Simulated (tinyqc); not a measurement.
Inside a calculation. Model: rectangular fin or nanosheet with a gate all round, subbands and threshold shift from confinement.

Numbers from tinyqc (`OMP_NUM_THREADS=1 python tinyqc.py 2350032 2350033 out.jsonl`; about 0.2 s on one thread of a shared Intel Xeon 2.30GHz). Printed values are rounded.

Undoped body with a flat potential across it, hard walls, transport along x. Three valley pairs (g = 2 each) with the longitudinal mass along x, y or z. Non-parabolicity enters the subband edges through E (1 + al E) = gamma, so E = 2 gamma/(1 + sqrt(1 + 4 al gamma)); motion within a subband is taken as parabolic with the band-edge mass. Energies are counted from the bulk band edge.

Parameters, values chosen for the exercise; masses close to those of silicon: temperature T = 77 K; longitudinal mass ml = 0.906 m0; transverse mass mt = 0.191 m0; non-parabolicity al = 0 1/eV; width (along y) t = 8.2 nm; widening of the box by penetration into the insulator dl = 0 nm; height (along z) H = 8.2 nm.

Constants: q = 1.602176634e-19 C, kB = 1.380649e-23 J/K, hbar = 1.054571817e-34 J s, m0 = 9.1093837015e-31 kg, Vt = kB T/q, hbar^2/(2 m0) = 0.0380998212 eV nm^2. Results are converted to the units shown.

## Lowest subbands

gamma = C pi^2 [a^2/(my (t + dl)^2) + b^2/(mz (H + dl)^2)], C = hbar^2/(2 m0). List the 5 lowest, labelled by valley axis and quantum numbers, with degeneracy g and N_k: N_k = g sqrt(2 mx m0 kB T/(pi hbar^2)).

```
subband    E_k (eV)  g  N_k (cm^-1)
y1,1     0.03545194  2   2.057984e6
z1,1     0.03545194  2   2.057984e6
y2,1     0.05396969  2   2.057984e6
z1,2     0.05396969  2   2.057984e6
x1,1     0.05855872  2   4.482182e6
```

## Threshold shift

Each subband has N_k = g sqrt(2 mx m0 kB T/(pi hbar^2)); without degeneracy n = exp(EF/Vt) sum N_k exp(-E_k/Vt). Classical value Nc times t H, Nc = sum over valleys of 2 g (m m0 kB T/(2 pi hbar^2))^1.5 with m = (mx my mz)^(1/3). Threshold shift dVT = Vt ln(classical value/sum N_k exp(-E_k/Vt)). Use the subbands listed.

shares, subband y1,1 to x1,1 (%): [45.66867, 45.66867, 2.80286, 2.80286, 3.05695]
sum N_k exp(-E_k/Vt) = 21549.40 cm^-1
Nc = 3.559385e18 cm^-3
classical value = 2.393330e6 cm^-1
dVT = 31.25310 mV

With all subbands dVT = 31.25 mV. The lowest edge lies at 35.5 meV; dVT is smaller than that, since sum N_k exp(-(E_k - E_1)/Vt) exceeds the classical value.
